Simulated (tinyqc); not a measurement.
# Gain of the pnp from the holding current

Question. On state with both base-emitter voltages at Von: npn base current Ib = (Von/Rs + bp Von/Rw)/(bn bp - 1), holding current Ih = (bn + 1) Ib + Von/Rs. Find bp.

Inputs (values chosen for the exercise):
```
symbol  value  unit                                meaning
bn        7.4                      current gain of the npn
Rs        220   ohm  substrate resistance shunting the npn
Rw        210   ohm       well resistance shunting the pnp
Von      0.72     V   base-emitter voltage in the on state
```

Ih = 9.3229961 mA

Answer. Ih gives Ib, and Ib (bn bp - 1) = Von/Rs + bp Von/Rw is linear in bp.

bp = 2.10

tinyqc, about 0.07 s, one thread, Intel Xeon 2.30GHz (shared host): `OMP_NUM_THREADS=1 python tinyqc.py 2670012 2670013 out.jsonl`
